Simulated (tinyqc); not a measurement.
# Energy and delay of logic against supply voltage: two studies

One expression serves below and above threshold: I(Vg) = Ik [ln(1 + exp((Vg - VT + dd V)/(al nf Vt)))]^al, with I_on = I(V) and I_off = I(0). Gate delay td = kd C V/I_on, clock period LD td. Per gate and cycle the switching energy is act C V^2 and the leakage energy I_off V LD td. No short-circuit current, no variation. Minima are sought above 0.09 V; below a few Vt gates no longer switch and the model has no meaning.

Values chosen for this exercise; values of the order met in logic technologies: temperature T = 300 K; threshold voltage at zero drain bias VT = 0.43 V; slope factor nf = 1.11; barrier lowering per volt of supply dd = 0.1; specific current of a gate Ik = 2.1 uA; exponent of the current law al = 1.85; load capacitance of a gate C = 1.4 fF; delay factor kd = 1.2; logic depth LD = 12; activity factor act = 0.05.

Constants: q = 1.602176634e-19 C, kB = 1.380649e-23 J/K, Vt = kB T/q. Results are converted to the units shown.

Each table varies one quantity; the others keep the values above.

## Energy and delay against supply voltage

EDP = energy times td.

Energy and delay against supply voltage:
```
V (V)  I_on (uA)  I_off (nA)  td (ps)  switching (aJ)  leakage (aJ)  energy (aJ)  EDP (fJ ps)
0.15    2.036e-4    0.001100  1.237e6           1.575         2.449        4.024         4980
0.27     0.01895    0.001670  2.394e4           5.103        0.1296        5.233        125.3
0.38      0.7826    0.002451    815.8           10.11      0.009116        10.12        8.253
0.5        10.28    0.003722    81.71           17.50      0.001825        17.50        1.430
0.62       37.59    0.005654    27.71           26.91      0.001166        26.91       0.7457
0.73       77.40    0.008293    15.84           37.30      0.001151        37.30       0.5911
0.85       135.5     0.01260    10.54           50.58      0.001354        50.58       0.5328
0.97       208.3     0.01913    7.824           65.86      0.001742        65.86       0.5153
1.08       287.3     0.02805    6.315           81.65      0.002296        81.65       0.5156
1.2        386.7     0.04260    5.213           100.8      0.003198        100.8       0.5255
```

What does the table show?

td falls from 1.24e6 to 5.21 ps; the energy rises from 4.02 to 101 aJ and the EDP goes from 4980 through a minimum of 0.515 (at V = 0.97 V among the rows listed) to 0.526 fJ ps. The exact minima lie at V = 0.186 V for the energy and 1.02 V for the EDP. Going from 1.2 V to the energy minimum saves a factor of 28.8 in energy and costs a factor of 75500 in delay. Below the minimum the leakage energy rises faster than the switching energy falls, because the clock period grows so steeply.

## Optimum supplies against the activity factor

Same model as above.

V_min minimises the energy and V_EDP the product of energy and td.

Result of one run:
```
act   V_min (V)  energy at V_min (aJ)  leakage share (%)  clock at V_min (MHz)  V_EDP (V)  clock at V_EDP (GHz)
0.01     0.2426                 1.087              24.25                 1.396      1.020                 11.80
```

What becomes of these results when the activity factor act is changed from 0.01 to 0.005, all else the same?

Result of the changed run:
```
act    V_min (V)  energy at V_min (aJ)  leakage share (%)  clock at V_min (MHz)  V_EDP (V)  clock at V_EDP (GHz)
0.005     0.2661                0.6390              22.44                 3.057      1.020                 11.80
```

The whole series:
```
act    V_min (V)  energy at V_min (aJ)  leakage share (%)  clock at V_min (MHz)  V_EDP (V)  clock at V_EDP (GHz)
0.002     0.2968                0.3114              20.79                 8.407      1.020                 11.80
0.005     0.2661                0.6390              22.44                 3.057      1.020                 11.80
0.01      0.2426                 1.087              24.25                 1.396      1.020                 11.80
0.02      0.2186                 1.824              26.66                0.6276      1.020                 11.80
0.05      0.1856                 3.503              31.16                0.2117      1.020                 11.80
0.1       0.1590                 5.553              36.25               0.08963      1.020                 11.80
0.2       0.1291                 8.417              44.56               0.03519      1.020                 11.80
```

As act goes from 0.002 to 0.2, V_min falls from 0.297 to 0.129 V, the energy there rises from 0.311 to 8.42 aJ, the clock there falls from 8.41 to 0.0352 MHz and V_EDP stays near 1.02 V. act and LD enter V_min only through the ratio act/LD.

tinyqc, about 0.01 s, one thread, Intel Xeon 2.30GHz (shared host): `OMP_NUM_THREADS=1 python tinyqc.py 2082080 2082081 out.jsonl`
